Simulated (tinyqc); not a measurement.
# Band bending at a free surface with one surface level, surface photovoltage and Kelvin probe, step by step

Numbers from tinyqc (`OMP_NUM_THREADS=1 python tinyqc.py 2430157 2430158 out.jsonl`; about 0.01 s on one thread of a shared Intel Xeon 2.30GHz). Printed values are rounded.

n-type bulk, xi = Ec - EF = Vt ln(Nc/Nd), p0 = ni^2/Nd, ni = sqrt(Nc Nv) exp(-Eg/(2 Vt)), Eg in volts. b is the upward band bending, u = b/Vt. Space charge per area, in units of q: Qc = sign(b) sqrt((2 eps0 eps_r Vt/q) [(Nd + dn)(exp(-u) - 1) + Nd u + (p0 + dn)(exp(u) - 1)]), with dn the excess density under light (flat quasi-Fermi levels; 0 in the dark). The level holds -Ns f, f = 1/(1 + exp((xi + b - Es)/Vt)). Neutrality: Qc + Qf + (charge of the states) = 0.

Parameters, values chosen for the exercise; band and dielectric values those of a made-up semiconductor:
```
symbol    value   unit                                    meaning
T           300      K                                temperature
Eg         1.78     eV                                   band gap
eps_r      16.4                             relative permittivity
Nc      4.83e17  cm^-3     conduction-band density of states at T
Nv      7.46e18  cm^-3        valence-band density of states at T
chi        5.16     eV                          electron affinity
Nd         5e15  cm^-3                              donor density
Qf            0  cm^-2       fixed positive charge at the surface
pt         5.02     eV             work function of the probe tip
Ns       1.3e12  cm^-2  density of an acceptor-like surface level
Es         0.67     eV        its depth below the conduction edge
dn         6e11  cm^-3         excess carrier density under light
```

Constants: q = 1.602176634e-19 C, kB = 1.380649e-23 J/K, Vt = kB T/q, eps0 = 8.8541878128e-14 F/cm where lengths are in cm. Results are converted to the units shown.

## Bulk quantities

xi, ni, p0, the Debye length sqrt(eps0 eps_r Vt/(q Nd)) and the flat-band work function chi + xi.

xi = 0.1181586 eV
ni = 2123.249 cm^-3
p0 = 9.016377e-10 cm^-3
Debye length = 68.45468 nm
chi + xi = 5.278159 eV

## Charges against band bending

| point | b (V) |
|---|---|
| 0 | 0.178 |
| 1 | 0.296 |
| 2 | 0.414 |
| 3 | 0.533 |
| 4 | 0.651 |
| 5 | 0.77 |
| 6 | 0.888 |

Evaluate Qc, the surface charge Qf - Ns f and their sum in the dark; the root lies where the sum changes sign.

| point | Qc (cm^-2) | surface charge (cm^-2) | sum (cm^-2) |
|---|---|---|---|
| 0 | 1.174389e11 | -1.299999e12 | -1.182560e12 |
| 1 | 1.564740e11 | -1.299935e12 | -1.143461e12 |
| 2 | 1.875598e11 | -1.293745e12 | -1.106185e12 |
| 3 | 2.143919e11 | -8.769096e11 | -6.625176e11 |
| 4 | 2.380304e11 | -2.747113e10 | 2.105593e11 |
| 5 | 2.596993e11 | -2.811553e8 | 2.594181e11 |
| 6 | 2.795323e11 | -2.929048e6 | 2.795294e11 |

The sum rises steadily with b, so there is one root; bisection gives b = 0.59206 V.

## Work function and Kelvin-probe reading

converged b = 0.5920610 V

Work function chi + xi + b; contact potential difference CPD = (work function of the sample) - pt. Depth of EF below Ec at the surface: xi + b. Depletion width Qc/Nd.

xi + b = 0.7102196 eV
Qc = 2.265320e11 cm^-2
Qc/Nd = 453.0639 nm
work function = 5.870220 eV
CPD = 850.2196 mV

The level is 17.4 % filled: the Fermi level is pinned at it.

## Surface photovoltage

Under chopped light the surface charge keeps its dark value, so b falls to bL with Qc(bL, dn) = Qc(b, 0); the photovoltage is b - bL. Qc rises with b, so bL follows by bisection.

bL = 0.2963905 V
photovoltage = 295.6705 mV
share of b removed = 49.93920 %
excess holes at the surface, dn exp(bL/Vt) = 5.718638e16 cm^-3
